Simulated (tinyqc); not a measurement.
From image to dissolution rate: chemically amplified photoresist: aerial image, acid generation, bake, development and line width. Computed by tinyqc, a small Python program. Command: `OMP_NUM_THREADS=1 python tinyqc.py 3022785 3022786 out.jsonl resist walk`. One thread of a shared host (Intel(R) Xeon(R) Processor @ 2.30GHz), about 0.03 s of CPU time with the checks.

Lines and spaces of pitch p with a two-beam-like image; x = 0 is the middle of the bright space. The resist is positive and treated as uniform in depth.

Inputs (values chosen for the exercise, for a model resist at 13.5 nm):

| quantity | value | unit |
|---|---|---|
| pitch p | 36 | nm |
| image contrast c | 0.62 | - |
| mean dose E | 31.9 | mJ/cm^2 |
| Dill parameter C | 0.03 | cm^2/mJ |
| quencher load q, relative to the acid generator | 0.11 | - |
| acid diffusivity D | 0.069 | nm^2/s |
| bake time t | 45 | s |
| amplification rate k_amp | 0.02 | 1/s |
| threshold protection m_th | 0.46 | - |
| development selectivity n | 20 | - |
| largest rate r_max | 900 | nm/s |
| smallest rate r_min | 0.12 | nm/s |

Method:
- Dose E(x) = E [1 + c cos(2 pi x/p)]; acid h = 1 - exp(-C E(x)).
- Bake: the acid image is blurred by a Gaussian of variance sigma^2 = 2 D t (each Fourier term k of h, taken on 64 points, is multiplied by exp(-4 pi^2 k^2 D t/p^2)).
- The quencher then removes q, h_eff = max(h_blurred - q, 0); protection m = exp(-k_amp t h_eff).
- Mack rate r = r_max (a + 1)(1 - m)^n/(a + (1 - m)^n) + r_min, a = ((n + 1)/(n - 1))(1 - m_th)^n.

Across half a pitch:

| x/p | x (nm) | dose (mJ/cm^2) | blurred acid | protection m | rate (nm/s) |
|---|---|---|---|---|---|
| 0.00 | 0.0 | 51.678 | 0.77553 | 0.54937 | 21.442 |
| 0.05 | 1.8 | 50.710 | 0.76892 | 0.55265 | 18.605 |
| 0.10 | 3.6 | 47.901 | 0.74883 | 0.56273 | 11.926 |
| 0.15 | 5.4 | 43.525 | 0.71472 | 0.58028 | 5.363 |
| 0.20 | 7.2 | 38.012 | 0.66642 | 0.60606 | 1.602 |
| 0.25 | 9.0 | 31.900 | 0.60519 | 0.64039 | 0.360 |
| 0.30 | 10.8 | 25.788 | 0.53493 | 0.68220 | 0.140 |
| 0.35 | 12.6 | 20.275 | 0.46291 | 0.72788 | 0.121 |
| 0.40 | 14.4 | 15.899 | 0.39933 | 0.77074 | 0.120 |
| 0.45 | 16.2 | 13.090 | 0.35528 | 0.80191 | 0.120 |
| 0.50 | 18.0 | 12.122 | 0.33949 | 0.81339 | 0.120 |

What does the comparison show, and why?

The dose varies by a factor 4.26 across the pattern and the rate by 179.

Extremes, crossings and ranges named in words are read from the listed rows.
